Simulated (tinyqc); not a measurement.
Inside a calculation. Model: AlGaN/GaN HEMT with access regions, lumped model.

Program tinyqc, `OMP_NUM_THREADS=1 python tinyqc.py 2570169 2570170 out.jsonl`; Intel Xeon 2.30GHz, shared host, one thread, about 0.03 s. Printed values are rounded.

A polarisation-induced electron sheet under a Schottky gate, in series with two ungated access regions and contacts. Drift law v = mu E/(1 + mu E/vs) under the gate. Currents in mA/mm, resistances in ohm mm. No self-heating, no channel-length modulation; fits for polarisation, barrier and offset are chosen for the exercise.

Parameters, values chosen for the exercise; values close to those of AlGaN/GaN structures:
- x = 0.23 (aluminium share of the barrier)
- d = 20 nm (barrier thickness)
- eps_r = 9.6 (relative permittivity of barrier and channel)
- mu = 1400 cm^2/(V s) (channel mobility)
- vs = 1.3e7 cm/s (saturation velocity)
- Lg = 0.5 um (gate length)
- Ls = 1 um (source access length)
- Ld = 1.5 um (drain access length)
- Rc = 0.6 ohm mm (resistance of each contact)
- ft = 0 (share of the drain-access electrons removed by traps)
- Vg = -0.5 V (gate voltage)
- Vd = 2 V (drain voltage)
- Ec = 3.1 MV/cm (critical field)
- te = 0.21 um (depth over which the depleted charge spreads)
- tf = 200 nm (insulator under the field plate)
- ei = 3.9 (relative permittivity of that insulator)

Constants: q = 1.602176634e-19 C, eps0 = 8.8541878128e-14 F/cm where lengths are in cm. Results are converted to the units shown.

## Polarisation charge, threshold and sheet resistance

sigma = (5e13 x + 1.6e13 x^2) cm^-2, phiB = 0.84 + 1.3 x, dEc = 0.7 (1.71 x + x^2) in volts, Cb = eps0 eps_r/d, VT = phiB - dEc - q sigma/Cb, access density n0 = -Cb VT/q. Rsh = 1/(q mu n0); largest access current q n0 vs.

sigma = 1.23464e13 cm^-2
Cb = 0.425001 uF/cm^2
VT = -3.82771 V
n0 = 1.01536e13 cm^-2
Rsh = 439.079 ohm
q n0 vs = 2114.81 mA/mm

## Iteration 1: drain current

I at the start = 530 mA/mm

Access resistance R(L, n) = L/(q mu n sqrt(1 - (I/(q n vs))^2)); Rs = Rc + R(Ls, n0), Rd = Rc + R(Ld, (1 - ft) n0). Vg' = Vg - I Rs, Vd' = Vd - I (Rs + Rd); with u = Vg' - VT, Vc = vs Lg/mu and w the smaller of Vd' and Vc [sqrt(1 + 2 u/Vc) - 1] (0 if negative), the channel gives (mu Cb/Lg)(u w - w^2/2)/(1 + w/Vc). I(new) = I + 0.5 (channel current - I).

Rs = 1.05355 ohm mm
Rd = 1.28033 ohm mm
Vg' = -1.05838 V
Vd' = 0.763042 V
channel current = 820.200 mA/mm
I after iteration 1 = 675.100 mA/mm

## Iteration 2: drain current

As before.

Rs = 1.06332 ohm mm
Rd = 1.29498 ohm mm
Vg' = -1.21785 V
Vd' = 0.407910 V
channel current = 621.673 mA/mm
I after iteration 2 = 648.387 mA/mm

## Course of the iteration: drain current

Stop when I changes by less than 1e-6 mA/mm, or after 60 iterations. I must stay below q (1 - ft) n0 vs.

Course of the iteration:

| iteration | I (mA/mm) | \|change\| (mA/mm) |
|---|---|---|
| 1 | 675.100 | 145 |
| 2 | 648.387 | 26.7 |
| 3 | 659.540 | 11.2 |
| 4 | 655.353 | 4.19 |
| 5 | 656.999 | 1.65 |
| 6 | 656.363 | 0.636 |
| 7 | 656.611 | 0.248 |
| 8 | 656.515 | 0.0961 |
| 9 | 656.552 | 0.0373 |
| ... | ... | ... |
| 13 | 656.542 | 8.50e-4 |
| 14 | 656.541 | 3.30e-4 |
| 15 | 656.542 | 1.28e-4 |
| 16 | 656.542 | 4.98e-5 |
| 17 | 656.542 | 1.93e-5 |
| 18 | 656.542 | 7.51e-6 |
| 19 | 656.542 | 2.92e-6 |
| 20 | 656.542 | 1.13e-6 |
| 21 | 656.542 | 4.40e-7 |

Converged in 21 iterations. At the end each change is about 0.39 times the one before, with alternating sign: linear convergence. Of Vd, 22.7 % reaches the channel; the access current is 31 % of its limit.

## On-resistance and breakdown

sigma = (5e13 x + 1.6e13 x^2) cm^-2, phiB = 0.84 + 1.3 x, dEc = 0.7 (1.71 x + x^2) in volts, Cb = eps0 eps_r/d, VT = phiB - dEc - q sigma/Cb, access density n0 = -Cb VT/q. Ron = 2 Rc + Ls/(q mu n0) + Ld/(q mu (1 - ft) n0) + Lg/(mu Cb (Vg - VT)). Off state: a depleted stretch that holds the voltage V has the peak field sqrt(k V), k = 2 q n0/(eps0 eps_r te), so one edge holds V1 = Ec^2/k. The sheet under the plate pinches off at Vf = q n0 (1/Cb + tf/(eps0 ei)); beyond it the gate edge is screened. BV = V1 if Vf >= V1, else Vf + V1, and at most Ec Ld. Specific resistance Ron (Ls + Lg + Ld); figure of merit BV^2 over it.

Ron = 2.55023 ohm mm
Vf = 98.0482 V
V1 = 52.7234 V
BV = 52.7234 V
specific resistance = 0.0765068 mohm cm^2
figure of merit = 36.3336 MW/cm^2

The plate pinches off too late to screen the gate edge, so it adds nothing.
